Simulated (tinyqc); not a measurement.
Rate against temperature: collinear exchange A + BC -> AB + C on a London-Eyring-Polanyi-Sato surface: saddle, string of images and rate. Computed by tinyqc, a small Python program. Command: `OMP_NUM_THREADS=1 python tinyqc.py 3110511 3110512 out.jsonl leps walk`. One thread of a shared host (Intel(R) Xeon(R) Processor @ 2.30GHz), about 0.04 s of CPU time with the checks.

x = r(AB), y = r(BC), r(AC) = x + y. V is counted from separated atoms, the barrier from A + BC, that is V + D(BC).

Inputs (values chosen for the exercise, bond data loosely for abstraction of hydrogen from a Si-H bond by a hydrogen atom; the barrier is not fitted):

| quantity | value | unit |
|---|---|---|
| D(AB) | 4.7 | eV |
| r0(AB) | 0.742 | angstrom |
| beta(AB) | 1.94 | 1/angstrom |
| D(BC) | 4.1 | eV |
| r0(BC) | 1.48 | angstrom |
| beta(BC) | 1.52 | 1/angstrom |
| D(AC) | 4.16 | eV |
| r0(AC) | 1.48 | angstrom |
| beta(AC) | 1.52 | 1/angstrom |
| Sato parameter S | 0.13 | - |
| mass of A | 1.008 | u |
| mass of B | 1.008 | u |
| mass of C | 28.09 | u |
| temperature T | 300 | K |
| step of the string | 0.02 | angstrom^2/eV |

Constants: nu for 1 eV/(angstrom^2 u) = 15.6333042 THz; h x 1 THz = 4.135667696 meV; k_B = 1.380649e-23 J/K; u = 1.6605390666e-27 kg; k_B = 8.617333262e-05 eV/K.

Method:
- For each pair, with u = exp(-beta (r - r0)): Q = D [(3 + S) u^2 - (2 + 6 S) u]/(4 (1 + S)), J = D [(1 + 3 S) u^2 - (6 + 2 S) u]/(4 (1 + S)); V = Q1 + Q2 + Q3 - sqrt(((J1 - J2)^2 + (J2 - J3)^2 + (J3 - J1)^2)/2).
- String of 9 images between the fixed ends (r0(AB) + 2, r0(BC)) and (r0(AB), r0(BC) + 2), started on the two straight legs through (r0(AB) + 0.3, r0(BC) + 0.3): each iteration moves the inner images by -step x gradient (central differences) and spaces them evenly again along the broken line (coordinates are kept between 0.2 and 8 angstrom); stop when no coordinate changes by more than 1e-5 angstrom, at most 400 iterations.
- From the highest inner image, z -> z - H^-1 g with gradient g and Hessian H by central differences, steps capped at 0.15 angstrom, 12 steps.
- Wilson matrix G = [[1/m_A + 1/m_B, -1/m_B], [-1/m_B, 1/m_B + 1/m_C]]; eigenvalues lambda of G H give nu = 15.6333042 THz x sqrt(|lambda|), the negative one being imaginary. Reactant: nu_BC from k = 2 D beta^2 and 1/m_B + 1/m_C. Skew angle: cos = sqrt(m_A m_C/((m_A + m_B)(m_B + m_C))).
- One-dimensional rate constant without tunnelling, k = sqrt(k_B T/(2 pi mu)) [sinh(h nu_BC/(2 k_B T))/sinh(h nu_s/(2 k_B T))] exp(-barrier/(k_B T)) with mu = m_A (m_B + m_C)/(m_A + m_B + m_C); Wigner factor 1 + (h nu_i/(k_B T))^2/24; adiabatic barrier = barrier + h (nu_s - nu_BC)/2.

nu_BC = 68.9806 THz

real frequency at the saddle = 33.1074 THz

barrier = 0.366464 eV

imaginary frequency = 57.8471 THz

adiabatic barrier = 0.292285 eV

Rates; the last column is k_B T^2 d ln k/dT:

| T (K) | k (cm/s) | Wigner factor | activation energy (eV) |
|---|---|---|---|
| 300 | 7.8897e-01 | 4.5682 | 0.30590 |
| 400 | 1.5597e+01 | 3.0071 | 0.31207 |
| 550 | 1.9152e+02 | 2.0616 | 0.32335 |
| 750 | 1.2311e+03 | 1.5709 | 0.33981 |
| 1000 | 4.7475e+03 | 1.3211 | 0.35969 |
| 1400 | 1.6328e+04 | 1.1638 | 0.38788 |
| 2000 | 4.4616e+04 | 1.0803 | 0.42394 |

What does the comparison show, and why?

The activation energy goes from 0.306 eV at 300 K, near the adiabatic barrier plus k_B T/2 (0.305), to 0.424 eV at 2000 K; the classical limit is the barrier plus k_B T/2 (0.453). Caution: the Wigner factor exceeds 2 at T: tunnelling, left out of k, is large and needs a better treatment than this factor.

Extremes, crossings and ranges named in words are read from the listed rows.
